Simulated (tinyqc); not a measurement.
# Ellipsometry and reflectance of a transparent film on an absorbing substrate: two studies

Air (index 1), film, substrate with N2 = n2 - i k2; time factor exp(+i w t). q_j = sqrt(N_j^2 - sin^2 th), root with positive real part. Fresnel coefficients r_s = (q_a - q_b)/(q_a + q_b), r_p = (N_b^2 q_a - N_a^2 q_b)/(N_b^2 q_a + N_a^2 q_b). tan(Psi) exp(i Delta) = R_p/R_s, Delta taken from 0 to 360 degrees.

Inputs (values chosen for the exercise); indices close to those of titanium dioxide on silicon: wavelength lam = 405 nm; angle of incidence th = 65 degrees; index of the transparent film n1 = 2.421; film thickness d = 2.8 nm; index of the substrate n2 = 5.42; extinction coefficient of the substrate k2 = 0.329.

Each table varies one quantity; the others keep the values above.

## Psi and Delta against the film thickness

beta = 2 pi d q1/lam, X = exp(-2 i beta), R = (r01 + r12 X)/(1 + r01 r12 X) for p and s. The last column is the derivative of Delta.

Results:
```
d (nm)  Psi (degrees)  Delta (degrees)  |R_p|^2  |R_s|^2  dDelta/dd (degrees/nm)
0              25.096           177.02  0.15996  0.72924                 -2.8170
20             25.055           118.81  0.13371  0.61181                 -3.0977
30             27.310           85.401  0.11311  0.42422                 -3.7300
40             36.620           34.914  0.10010  0.18122                 -7.3267
50             34.654           312.93  0.10154  0.21251                 -6.3214
60             26.673           267.69  0.11666  0.46230                 -3.5415
70             25.014           235.29  0.13757  0.63184                 -3.0418
80             25.010           205.89  0.15437  0.70932                 -2.8642
90             25.097           177.59  0.15999  0.72931                 -2.8168
```

Estimate the missing row, d = 10 nm.

Computed row:
```
d (nm)  Psi (degrees)  Delta (degrees)  |R_p|^2  |R_s|^2  dDelta/dd (degrees/nm)
10             24.960           148.59  0.15194  0.70133                 -2.8881
```

With this row back in the table: Psi moves up and down between 25.0 and 36.6 degrees. The period is 90.20 nm, after which Psi and Delta return to the values of the bare substrate, so one angle and wavelength fix d only up to a multiple of it. The size of the slope of Delta runs from 2.82 to 7.33 degrees/nm among the rows; Delta is counted modulo 360 degrees, and sharper features can lie between the rows.

## Effect of the angle of incidence

Same model as above.

dDelta/dd is the derivative of Delta; period lam/(2 q1).

Effect of the angle of incidence:
```
th (degrees)  Psi (degrees)  Delta (degrees)  |R_p|^2  |R_s|^2  dDelta/dd (degrees/nm)  period (nm)
50                    35.31            175.5   0.3087   0.6153                  -1.183        88.17
55                    32.66            174.1   0.2663   0.6482                  -1.549        88.89
60                    29.34            172.1   0.2164   0.6851                  -2.056        89.57
65                    25.08            169.1   0.1590   0.7263                  -2.825        90.20
70                    19.44            163.7  0.09618   0.7719                  -4.195        90.76
75                    11.93            149.2  0.03670   0.8221                  -7.373        91.22
80                    6.748            71.02  0.01227   0.8768                  0.3259        91.56
85                    21.36            14.23   0.1432   0.9361                   2.966        91.77
```

Psi goes from 35.3 through a minimum of 6.75 (at th = 80 among the rows listed) to 21.4 degrees and |R_p|^2 goes from 0.309 through a minimum of 0.0123 (at th = 80 among the rows listed) to 0.143. The slope of Delta is largest in size, 7.37 degrees/nm, at th = 75 among the rows. The bare substrate has its smallest |R_p| near arctan(n2) = 79.5 degrees.

Numbers from tinyqc (`OMP_NUM_THREADS=1 python tinyqc.py 2870173 2870174 out.jsonl`; about 0.01 s on one thread of a shared Intel Xeon 2.30GHz).
